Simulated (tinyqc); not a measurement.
Errors against cell size: correction of a charged-defect supercell by a model charge and potential alignment (plane-averaged potentials). Computed by tinyqc, a small Python program. Command: `OMP_NUM_THREADS=1 python tinyqc.py 3112990 3112991 out.jsonl align walk`. One thread of a shared host (Intel(R) Xeon(R) Processor @ 2.30GHz), about 0.01 s of CPU time with the checks.

The "true" defect charge is (1 - x) q in a Gaussian of width sigma plus x q in one of width sigma_t, so the exact answer is known; the correction sees only a single model Gaussian of width sigma_m. A Gaussian of width s has the transform rho(G) = exp(-G^2 s^2/2), normalised to 1. A uniform background cancels q, so G = 0 is left out. Potentials are those felt by a unit positive charge. E_0 is the formation energy of the isolated defect, E_cell its value in the supercell, E_lat = E_iso - E_per of the model charge, C the true less the model potential far from the defect; the exact correction is E_0 - E_cell, and the error of a scheme is E_cell plus its correction less E_0.

Inputs (values chosen for the exercise, with screening close to that of Al2O3):
```
quantity                               value      unit
defect charge q                            1         e
dielectric constant eps                 9.06         -
edge of the cubic cell L                12.6  angstrom
width sigma of the true defect charge    1.2  angstrom
width sigma_m of the model charge          1  angstrom
share x of the charge in a wide tail       0         -
width sigma_t of the tail                2.5  angstrom
```

Constants: e^2/(4 pi eps_0) = 14.39964548 eV angstrom.

Method:
- Periodic energy E_per = (2 pi q^2/(eps L^3)) (e^2/(4 pi eps_0)) sum_(G != 0) rho(G)^2/G^2, G = (2 pi/L)(n1, n2, n3), |n_i| <= 16. Isolated energy: two Gaussians of charges q_a, q_b and widths a, b interact by q_a q_b (e^2/(4 pi eps_0 eps)) sqrt(2/pi)/sqrt(a^2 + b^2), and the self-energy is half the sum over pairs.
- Plane-averaged potential at distance z from the defect: V(z) = (4 pi q/(eps L^3)) (e^2/(4 pi eps_0 e)) sum_(m != 0) rho(G_m) cos(G_m z)/G_m^2, G_m = 2 pi m/L, |m| <= 40.
- Schemes: none; point-charge term alpha q^2 e^2/(4 pi eps_0 eps 2 L), alpha = 2.837297; E_lat of the model; E_lat - q C with C at z = L/2.

Error against E_0 (meV):
```
L (angstrom)     none  point charge  model charge  model and alignment
8.82          -234.68        20.958        6.4039             0.017056
10.70         -198.99        11.739        3.5868             0.000353
12.60         -171.76         7.189        2.1966             0.000004
15.10         -145.14         4.177        1.2762             0.000000
18.90         -117.17         2.130        0.6508             0.000000
```

What does the comparison show, and why?

Between the last two rows the uncorrected error scales as L^-0.95 and the point-charge remainder as L^-3.00. With alignment the error is 0.0 meV in the smallest cell and 0.00 meV in the largest.

Extremes, crossings and ranges named in words are read from the listed rows.
